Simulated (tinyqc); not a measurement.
Worked calculation: finite-difference solution of the diffusion equation on a small grid. Computed by tinyqc, a small Python program that keeps every step. Command: `OMP_NUM_THREADS=1 python tinyqc.py 3028248 3028249 out.jsonl fdiff walk`. One thread of a shared host (Intel(R) Xeon(R) Processor @ 2.30GHz), about 0.01 s of CPU time with the checks. Intermediate numbers are printed to about 6 digits and carried at full precision; extremes and crossings named in words are read from the listed rows.

dC/dt = D d2C/dx2 on nodes x_j = j dx, j = 0..11; the far end is sealed.

Inputs (values chosen for the exercise):
```
quantity           value              unit
diffusivity D        5.4            nm^2/s
grid spacing dx        5                nm
time step dt        0.72                 s
final time t_f      14.4                 s
surface value C_s     84  % of a reference
```

Boundary at x = 0: fixed surface value. Scheme: explicit.

start values C_j, j = 0, 1, ... (% of a reference): 0  0  0  0  0  0  0  0  0  0  0  0

## Mesh ratio and operator

The operator M acts as (M C)_j = C_(j-1) - 2 C_j + C_(j+1); at the sealed far end a mirror node gives 2 C_(N-2) - 2 C_(N-1); at j = 0, C_0 is held at C_s from the start (row of zeros). r = D dt/dx^2.

mesh ratio r = 0.15552

operator M:
```
    0   1   2   3   4   5   6   7
0   0   0   0   0   0   0   0   0
1   1  -2   1   0   0   0   0   0
2   0   1  -2   1   0   0   0   0
3   0   0   1  -2   1   0   0   0
4   0   0   0   1  -2   1   0   0
5   0   0   0   0   1  -2   1   0
6   0   0   0   0   0   1  -2   1
7   0   0   0   0   0   0   1  -2
8   0   0   0   0   0   0   0   1
9   0   0   0   0   0   0   0   0
10  0   0   0   0   0   0   0   0
11  0   0   0   0   0   0   0   0

     8   9  10  11
0    0   0   0   0
1    0   0   0   0
2    0   0   0   0
3    0   0   0   0
4    0   0   0   0
5    0   0   0   0
6    0   0   0   0
7    1   0   0   0
8   -2   1   0   0
9    1  -2   1   0
10   0   1  -2   1
11   0   0   2  -2
```

## Amplification factors

The mode of M with eigenvalue mu has its amplitude multiplied per step by g = (1 + (1 - theta) r mu)/(1 - theta r mu), with theta = 0 explicit, 1 implicit, 1/2 Crank-Nicolson; the explicit scheme is stable for r up to 2/|mu_min|.

eigenvalues mu of M: -3.97964  -3.81926  -3.51150  -3.08128  -2.56347  -2.00000  -1.43653  -0.91872  -0.48850  -0.18074  -0.02036  0.00000

factors g: 0.38109  0.40603  0.45389  0.52080  0.60133  0.68896  0.77659  0.85712  0.92403  0.97189  0.99683  1.00000

largest stable r of the explicit scheme = 0.502558

The smallest factor is 0.381: no mode changes sign, and all decay but one with mu = 0 where there is such a mode.

## Time step 1

C at the start (%): 84  0  0  0  0  0  0  0  0  0  0  0

With r = D dt/dx^2: (1 - theta r M) C(new) = (1 + (1 - theta) r M) C(old); theta = 0 explicit, 1 implicit, 1/2 Crank-Nicolson.

C after step 1 (%): 84.00000  13.06368  0.00000  0.00000  0.00000  0.00000  0.00000  0.00000  0.00000  0.00000  0.00000  0.00000

## Time step 2

The formulas are those given above.

C after step 2 (%): 84.0000  22.0640  2.0317  0.0000  0.0000  0.0000  0.0000  0.0000  0.0000  0.0000  0.0000  0.0000

## All steps

The run takes n = round(t_f/dt) steps of length t_f/n. The dose is the trapezoidal sum of C dx; the error is the largest difference from exp(M D t/dx^2) C(0), the exact time evolution on the same grid.

Course of the run:
```
step  t (s)      C_1          C_6  dose (% nm)  largest error
1      0.72  13.0637            0      275.318        1.79455
2      1.44  22.0640            0      330.478        2.34210
3      2.16  28.5809            0      378.640        2.36757
4      2.88  33.5061            0      421.734        2.19434
5      3.60  37.3646            0      460.998        1.96328
6      4.32  40.4784  1.18849e-03      497.262        1.73273
7      5.04  43.0531  6.10144e-03      531.104        1.52421
...     ...      ...          ...          ...            ...
14    10.08  53.5567  4.07286e-01      725.398        0.71259
15    10.80  54.4872  5.40172e-01      749.071        0.68769
16    11.52  55.3374  6.93137e-01      772.020        0.66170
17    12.24  56.1183  8.65434e-01      794.308        0.63551
18    12.96  56.8388  1.05608e+00      815.988        0.60967
19    13.68  57.5063  1.26394e+00      837.109        0.58455
20    14.40  58.1269  1.48776e+00      857.710        0.56035
```

C at the end (%): 84.0000  58.1269  35.9771  19.7369  9.5320  4.0320  1.4878  0.4772  0.1326  0.0318  0.0067  0.0023

largest error at t_f = 0.560351 %

final dose = 857.710 % nm

final C_6 = 1.48776 %

The time-step error at the end is 0.56 on a scale of 84.0. The dose grows as material enters from the surface.

## The three schemes as the step is halved

Each run reaches t_f in n equal steps; errors are the largest difference from exp(M D t_f/dx^2) C(0). A dash marks unstable explicit runs.

Largest error at t_f (%):
```
steps n        r  explicit  implicit  Crank-Nicolson
4        0.77760         -   2.59379     2.16641e-01
8        0.38880   1.41365   1.35045     5.45352e-02
16       0.19440   0.70132   0.68660     1.37654e-02
32       0.09720   0.34943   0.34572     3.44959e-03
64       0.04860   0.17433   0.17340     8.62913e-04
128      0.02430   0.08706   0.08682     2.15761e-04
256      0.01215   0.04350   0.04344     5.39421e-05
```

From the last two rows, halving the step divides the error by 2.00 (explicit), 2.00 (implicit), 4.00 (Crank-Nicolson): a factor 2 marks first order in dt and 4 second order. The explicit scheme needs n of at least 7 to be stable; the other two are stable at any step.

Checks made by the program: matrix exponential against 4096 Crank-Nicolson steps (relative difference 3e-09).
